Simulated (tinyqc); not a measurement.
Domain walls in a thin film with perpendicular anisotropy: Bloch, Neel and chiral walls, motion and stripe domains: one step, computed by the program tinyqc.

One-dimensional wall: polar angle theta(x), azimuth phi of the moment in the wall (phi = 0 Neel, 90 degrees Bloch). mu_0 = 1.25663706212e-6 T m/A, gamma = 1.76085963023e11 rad/(s T).

Task: Velocity under current. Spin-orbit drive: B_SL = hbar theta_SH J/(2 e M_s t) acts as the field (pi/2) B_SL cos(phi). Steady state: v = (gamma Delta/alpha)(pi/2) B_SL cos(phi) = gamma Delta [B_D sin(phi) - (B_K/2) sin(2 phi)], B_K = 2 K_D/M_s, B_D = pi D/(2 M_s Delta); the root with phi between its rest value and 90 degrees; v saturates at v_D = gamma Delta B_D.

Inputs (values chosen for the exercise, for a model film): saturation magnetisation M_s = 875 kA/m; DMI constant D = 2.3 mJ/m^2; thickness t = 1.9 nm; damping alpha = 0.25; current density J = 2.1 1e12 A/m^2; spin Hall angle theta_SH = 0.34.

Drive: spin-orbit torque.

K_D = 17.76373 kJ/m^3

width parameter Delta = 11.35249 nm

azimuth phi = 0 degrees

Constants: hbar = 1.054571817e-34 J s; e = 1.602176634e-19 C.

Give: B_SL; azimuth in motion; velocity; saturation velocity v_D.

Result:

B_SL = 141.3 mT

azimuth in motion = 68.55 degrees

velocity = 649.1 m/s

saturation velocity v_D = 727.1 m/s

v is 89 % of v_D: the wall has turned towards Bloch, where the torque loses its grip. Caution: pinning, heating and tilting of the wall are left out.
